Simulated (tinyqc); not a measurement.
Van der Pauw, Hall and four-point-probe measurements on a doped layer: two steps of the calculation.

A uniform p-type layer with sheet resistance Rs = 1/(q ns mu), point contacts, low field (mu B small).

Parameters, values chosen for the exercise:
- rH = 1 (Hall factor)
- B = 0.5 T (magnetic field)
- I = 50 uA (current)
- t = 24 nm (thickness of the layer)

Constants: q = 1.602176634e-19 C. Results are converted to the units shown.

Question 1. New z. The van der Pauw equation exp(-pi RA z) + exp(-pi RB z) = 1 is solved for z = 1/Rs: e1 = exp(-pi RA z), e2 = exp(-pi RB z), f = e1 + e2 - 1, f' = -pi (RA e1 + RB e2), z(new) = z - f/f'.

z after iteration 2 = 0.037415880 mS
RA = 389.41458 ohm
RB = 23908.013 ohm

Wanted: e1; e2; f; f'; z after iteration 3.

Answer 1.

e1 = 0.9553
e2 = 0.06019
f = 0.01545
f' = -5.689 kohm
z after iteration 3 = 0.04013 mS

Question 2. Sheet density, mobility and bulk values. Rs = 1/z; Hall sheet density B I/(q |VH|); Hall mobility |VH|/(Rs B I); true values ns = rH times the Hall density, mu = Hall mobility/rH; bulk density ns/t, resistivity Rs t; correction factor F = Rs/[(pi/ln 2)(RA + RB)/2].

converged z = 0.040374851 mS
VH = 11.145552 mV
RA = 389.41458 ohm
RB = 23908.013 ohm

Give: Rs; Hall sheet density; Hall mobility; ns; mu; bulk density; resistivity; F.

Answer 2.

Rs = 2.477e4 ohm/square
Hall sheet density = 1.400e12 cm^-2
Hall mobility = 180.0 cm^2/(V s)
ns = 1.400e12 cm^-2
mu = 180.0 cm^2/(V s)
bulk density = 5.833e17 cm^-3
resistivity = 0.05944 ohm cm
F = 0.4498

tinyqc, about 0.01 s, one thread, Intel Xeon 2.30GHz (shared host): `OMP_NUM_THREADS=1 python tinyqc.py 2850138 2850139 out.jsonl`
